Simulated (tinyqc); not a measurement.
Worked calculation: UHF in the 3-21g basis, for H3, spin multiplicity 2. One step of it, computed by the program tinyqc.

Problem. Iteration 2: diagonalisation and new density. Diagonalise F' = X^T F X, C = X C', fill 2 alpha and 1 beta electrons from the bottom; D(s) = C_occ C_occ^T. Each column has its largest component positive (the first on a tie).

extrapolated F(alpha) (hartree), order 1H 1s, 1H 2s, 2H 1s, 2H 2s, 3H 1s, 3H 2s:
$$\begin{pmatrix}
-0.135072 & -0.665765 & -0.456722 & -0.516566 & -0.537507 & -0.573418 \\
-0.665765 & -0.540917 & -0.516566 & -0.508100 & -0.545147 & -0.535033 \\
-0.456722 & -0.516566 & -0.135072 & -0.665765 & -0.537507 & -0.573418 \\
-0.516566 & -0.508100 & -0.665765 & -0.540917 & -0.545147 & -0.535033 \\
-0.537507 & -0.545147 & -0.537507 & -0.545147 & 0.032238 & -0.557083 \\
-0.573418 & -0.535033 & -0.573418 & -0.535033 & -0.557083 & -0.483029
\end{pmatrix}$$

extrapolated F(beta) (hartree), order 1H 1s, 1H 2s, 2H 1s, 2H 2s, 3H 1s, 3H 2s:
$$\begin{pmatrix}
0.160385 & -0.462691 & -0.459388 & -0.469788 & -0.507587 & -0.486839 \\
-0.462691 & -0.380780 & -0.469788 & -0.439530 & -0.545682 & -0.468246 \\
-0.459388 & -0.469788 & 0.160385 & -0.462691 & -0.507587 & -0.486839 \\
-0.469788 & -0.439530 & -0.462691 & -0.380780 & -0.545682 & -0.468246 \\
-0.507587 & -0.545682 & -0.507587 & -0.545682 & -0.033927 & -0.588148 \\
-0.486839 & -0.468246 & -0.486839 & -0.468246 & -0.588148 & -0.458195
\end{pmatrix}$$

X, order 1H 1s, 1H 2s, 2H 1s, 2H 2s, 3H 1s, 3H 2s:
$$\begin{pmatrix}
1.254577 & -0.491774 & -0.071596 & 0.031521 & -0.071717 & 0.031540 \\
-0.491774 & 1.955669 & 0.031521 & -0.560455 & 0.031555 & -0.560803 \\
-0.071596 & 0.031521 & 1.254577 & -0.491774 & -0.071717 & 0.031540 \\
0.031521 & -0.560455 & -0.491774 & 1.955669 & 0.031555 & -0.560803 \\
-0.071717 & 0.031555 & -0.071717 & 0.031555 & 1.254599 & -0.491783 \\
0.031540 & -0.560803 & 0.031540 & -0.560803 & -0.491783 & 1.955962
\end{pmatrix}$$

Give: F' = X^T F X; orbital energies; coefficients C; F' = X^T F X; orbital energies; coefficients C; D(alpha) after iteration 2; D(beta) after iteration 2.

Solution.

F' = X^T F X (alpha) (hartree):
$$\begin{pmatrix}
0.5306 & -0.7251 & -0.2332 & -0.0064 & -0.3268 & -0.1126 \\
-0.7251 & 0.1888 & -0.0064 & -0.0844 & -0.0940 & -0.1760 \\
-0.2332 & -0.0064 & 0.5306 & -0.7251 & -0.3268 & -0.1126 \\
-0.0064 & -0.0844 & -0.7251 & 0.1888 & -0.0940 & -0.1760 \\
-0.3268 & -0.0940 & -0.3268 & -0.0940 & 0.6833 & -0.5936 \\
-0.1126 & -0.1760 & -0.1126 & -0.1760 & -0.5936 & 0.2922
\end{pmatrix}$$

orbital energies (alpha) (hartree): MO1 -0.8636, MO2 -0.2409, MO3 0.1614, MO4 0.7851, MO5 1.2779, MO6 1.2945

coefficients C (alpha), order 1H 1s, 1H 2s, 2H 1s, 2H 2s, 3H 1s, 3H 2s:
$$\begin{pmatrix}
0.2783 & 0.2446 & -0.0885 & 0.6342 & -0.9780 & 0.5694 \\
0.1838 & 1.2318 & -0.7657 & -0.5113 & 1.3361 & -0.7164 \\
0.2783 & -0.2446 & -0.0885 & 0.6342 & 0.9780 & 0.5694 \\
0.1838 & -1.2318 & -0.7657 & -0.5113 & -1.3361 & -0.7164 \\
0.2456 & 0.0000 & 0.2024 & 0.6320 & 0.0000 & -1.1522 \\
0.1561 & 0.0000 & 1.5408 & -0.5154 & 0.0000 & 1.4264
\end{pmatrix}$$

F' = X^T F X (beta) (hartree):
$$\begin{pmatrix}
0.7891 & -0.5651 & -0.3071 & -0.0833 & -0.3247 & -0.0877 \\
-0.5651 & 0.3550 & -0.0833 & -0.1680 & -0.1163 & -0.1700 \\
-0.3071 & -0.0833 & 0.7891 & -0.5651 & -0.3247 & -0.0877 \\
-0.0833 & -0.1680 & -0.5651 & 0.3550 & -0.1163 & -0.1700 \\
-0.3247 & -0.1163 & -0.3247 & -0.1163 & 0.6219 & -0.6259 \\
-0.0877 & -0.1700 & -0.0877 & -0.1700 & -0.6259 & 0.2836
\end{pmatrix}$$

orbital energies (beta) (hartree): MO1 -0.7443, MO2 0.1871, MO3 0.2490, MO4 0.8214, MO5 1.3104, MO6 1.3703

coefficients C (beta), order 1H 1s, 1H 2s, 2H 1s, 2H 2s, 3H 1s, 3H 2s:
$$\begin{pmatrix}
0.2293 & -0.1125 & 0.1419 & 0.6055 & 0.6163 & -0.9981 \\
0.1351 & -0.7905 & 1.3637 & -0.4677 & -0.7300 & 1.2012 \\
0.2293 & -0.1125 & -0.1419 & 0.6055 & 0.6163 & 0.9981 \\
0.1351 & -0.7905 & -1.3637 & -0.4677 & -0.7300 & -1.2012 \\
0.3121 & 0.1635 & 0.0000 & 0.6972 & -1.1036 & 0.0000 \\
0.2741 & 1.5245 & 0.0000 & -0.5931 & 1.3955 & 0.0000
\end{pmatrix}$$

D(alpha) after iteration 2, order 1H 1s, 1H 2s, 2H 1s, 2H 2s, 3H 1s, 3H 2s:
$$\begin{pmatrix}
0.1373 & 0.3525 & 0.0176 & -0.2502 & 0.0684 & 0.0434 \\
0.3525 & 1.5510 & -0.2502 & -1.4834 & 0.0452 & 0.0287 \\
0.0176 & -0.2502 & 0.1373 & 0.3525 & 0.0684 & 0.0434 \\
-0.2502 & -1.4834 & 0.3525 & 1.5510 & 0.0452 & 0.0287 \\
0.0684 & 0.0452 & 0.0684 & 0.0452 & 0.0603 & 0.0383 \\
0.0434 & 0.0287 & 0.0434 & 0.0287 & 0.0383 & 0.0244
\end{pmatrix}$$

D(beta) after iteration 2, order 1H 1s, 1H 2s, 2H 1s, 2H 2s, 3H 1s, 3H 2s:
$$\begin{pmatrix}
0.0526 & 0.0310 & 0.0526 & 0.0310 & 0.0716 & 0.0628 \\
0.0310 & 0.0182 & 0.0310 & 0.0182 & 0.0422 & 0.0370 \\
0.0526 & 0.0310 & 0.0526 & 0.0310 & 0.0716 & 0.0628 \\
0.0310 & 0.0182 & 0.0310 & 0.0182 & 0.0422 & 0.0370 \\
0.0716 & 0.0422 & 0.0716 & 0.0422 & 0.0974 & 0.0856 \\
0.0628 & 0.0370 & 0.0628 & 0.0370 & 0.0856 & 0.0751
\end{pmatrix}$$
